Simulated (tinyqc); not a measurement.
Inside a calculation. Method: ROHF in the sto-3g basis, for H4, spin multiplicity 3. One step of it, computed by the program tinyqc.

Task: Iteration 3: Roothaan effective Fock matrix. With projectors Pc = D(beta) S, Po = (D(alpha) - D(beta)) S, Pv = 1 - D(alpha) S, the block xy is Px^T F Py; with Fc = (F(alpha) + F(beta))/2, the blocks are Fc for cc, oo, vv and cv, F(beta) for co and F(alpha) for ov.

F(alpha) (hartree), order 1H 1s, 2H 1s, 3H 1s, 4H 1s:
```
[[-0.421389, -0.357505, 0.002726, -0.007671],
 [-0.357505, -0.287034, -0.162700, 0.002726],
 [0.002726, -0.162700, -0.287034, -0.357505],
 [-0.007671, 0.002726, -0.357505, -0.421389]]
```

F(beta) (hartree), order 1H 1s, 2H 1s, 3H 1s, 4H 1s:
```
[[0.129912, -0.218792, -0.068664, -0.032942],
 [-0.218792, -0.030065, -0.162595, -0.068664],
 [-0.068664, -0.162595, -0.030065, -0.218792],
 [-0.032942, -0.068664, -0.218792, 0.129912]]
```

D(alpha) after iteration 2, order 1H 1s, 2H 1s, 3H 1s, 4H 1s:
```
[[0.860157, -0.018939, -0.362647, 0.282094],
 [-0.018939, 0.612268, 0.407905, -0.362647],
 [-0.362647, 0.407905, 0.612268, -0.018939],
 [0.282094, -0.362647, -0.018939, 0.860157]]
```

D(beta) after iteration 2, order 1H 1s, 2H 1s, 3H 1s, 4H 1s:
```
[[0.086910, 0.152320, 0.152320, 0.086910],
 [0.152320, 0.266958, 0.266958, 0.152320],
 [0.152320, 0.266958, 0.266958, 0.152320],
 [0.086910, 0.152320, 0.152320, 0.086910]]
```

overlap S, order 1H 1s, 2H 1s, 3H 1s, 4H 1s:
```
[[1.000000, 0.363431, 0.010787, 0.000477],
 [0.363431, 1.000000, 0.120198, 0.010787],
 [0.010787, 0.120198, 1.000000, 0.363431],
 [0.000477, 0.010787, 0.363431, 1.000000]]
```

Give: effective F.

Result:

effective F (hartree), order 1H 1s, 2H 1s, 3H 1s, 4H 1s:
```
[[-0.138, -0.266, -0.031, 0.029],
 [-0.266, -0.156, -0.211, -0.031],
 [-0.031, -0.211, -0.156, -0.266],
 [0.029, -0.031, -0.266, -0.138]]
```
